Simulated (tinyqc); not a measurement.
From results back to parameters: carrier statistics of a doped semiconductor with parabolic bands. Two cases, with inputs chosen for the exercise.

Problem. ni^2 = C^2 (T/300 K)^3 exp(-Eg(T)/kB T) with Eg(T) = Eg0 - al T^2/(T + be). Two intrinsic densities were computed from hidden Eg0 and C = sqrt(Nc Nv) at 300 K.

Constants: kB = 8.617333262e-05 eV/K.

Case 1.

Values chosen (near those of GaAs; the results hold for these values, not for the real material): al = 0.000508 eV/K (Varshni alpha); be = 194 K (Varshni beta); T1 = 320 K; T2 = 550 K.

ni(T1) = 1.82847e+07 1/cm^3
ni(T2) = 5.33182e+12 1/cm^3

Case 2.

Values chosen (near those of GaAs; the results hold for these values, not for the real material): al = 0.000512 eV/K (Varshni alpha); be = 192 K (Varshni beta); T1 = 290 K; T2 = 410 K.

ni(T1) = 1.01706e+06 1/cm^3
ni(T2) = 1.42974e+10 1/cm^3

Find: Eg0; C.

Solution. y(T) = 2 ln ni - 3 ln(T/300) - al T/((T + be) kB) equals 2 ln C - Eg0/(kB T), a straight line in 1/T; two points give slope and intercept.

Case 1.

Eg0 = 1.507 eV
C = 1.95e+18 1/cm^3

Case 2.

Eg0 = 1.502 eV
C = 2.02e+18 1/cm^3

Computed by tinyqc, one run a case: `OMP_NUM_THREADS=1 python tinyqc.py N N+1 out.jsonl` with N = 1650363, 1650376; one thread of a shared Intel(R) Xeon(R) Processor @ 2.30GHz, about 0.01 s a run at most.
